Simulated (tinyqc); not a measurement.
Thin-body transistor below threshold, two-dimensional Poisson equation on a small mesh: two steps of the calculation.

A thin body on a thick buried insulator of low permittivity, taken as carrying no normal field at the bottom of the body (row 0). Mobile charge is neglected (subthreshold), the body is fully depleted, and potentials are counted from the intrinsic level; rows run upward to the gate, columns from source to drain.

Values chosen for this exercise: temperature T = 300 K; potential of the source Vbi = 0.51 V.

Constants: q = 1.602176634e-19 C, kB = 1.380649e-23 J/K, Vt = kB T/q. Results are converted to the units shown.

Question 1. Over-relaxation sweep (omega = 1.5). Free nodes: rows 0..2, columns 1..3, taken row by row from row 0, left to right. t = (up psi(above) + dn psi(below) + lat [psi(left) + psi(right)] + s)/(up + dn + 2 lat), with the newest neighbours; psi(new) = psi + 1.5 (t - psi).

psi after iteration 1 (V):
```
              j=0         j=1         j=2         j=3         j=4
row 0  0.51000000  0.02006557  0.00078947  0.02206385  0.56000000
row 1  0.51000000  0.03432529  0.00191154  0.03778780  0.56000000
row 2  0.51000000  0.06570280  0.01550232  0.07171198  0.56000000
row 3  0.03000000  0.03000000  0.03000000  0.03000000  0.03000000
```

```
row         up         dn        lat  s (V)
0    59.075000          0  1.6352941      0
1    59.075000  59.075000  3.2705882      0
2    20.718750  59.075000  2.0023529      0
```

Find: psi after iteration 2.

Answer 1.

psi after iteration 2 (V):
```
          j=0     j=1     j=2     j=3     j=4
row 0  0.5100  0.0589  0.0055  0.0649  0.5600
row 1  0.5100  0.0915  0.0191  0.1010  0.5600
row 2  0.5100  0.0939  0.0295  0.1032  0.5600
row 3  0.0300  0.0300  0.0300  0.0300  0.0300
```

Question 2. Barrier, swing and barrier lowering. The barrier is read along row 0, the path farthest from the gate. Take the node j of lowest psi: barrier Vbi - psi_j; swing Vt ln 10/(d psi_j/dVg); DIBL = (d psi_j/dVd)/(d psi_j/dVg). The derivatives solve the same equations with s = 0 and a unit change of that voltage.

converged psi (V):
```
              j=0         j=1         j=2         j=3         j=4
row 0  0.51000000  0.16115780  0.09196714  0.17337603  0.56000000
row 1  0.51000000  0.15341658  0.08779830  0.16492717  0.56000000
row 2  0.51000000  0.12956657  0.07572650  0.13887587  0.56000000
row 3  0.03000000  0.03000000  0.03000000  0.03000000  0.03000000
```

d psi/dVg on row 0: j=0 0.00000000, j=1 0.72818433, j=2 0.87729278, j=3 0.72818433, j=4 0.00000000
d psi/dVd on row 0: j=0 0.0000000, j=1 0.0137256, j=2 0.0613536, j=3 0.2580901, j=4 1.0000000

Wanted: j; barrier; swing; DIBL.

Answer 2.

j = 2
barrier = 0.41803 V
swing = 67.852 mV/decade
DIBL = 69.935 mV/V

Program tinyqc, `OMP_NUM_THREADS=1 python tinyqc.py 2480027 2480028 out.jsonl`; Intel Xeon 2.30GHz, shared host, one thread, about 0.09 s.
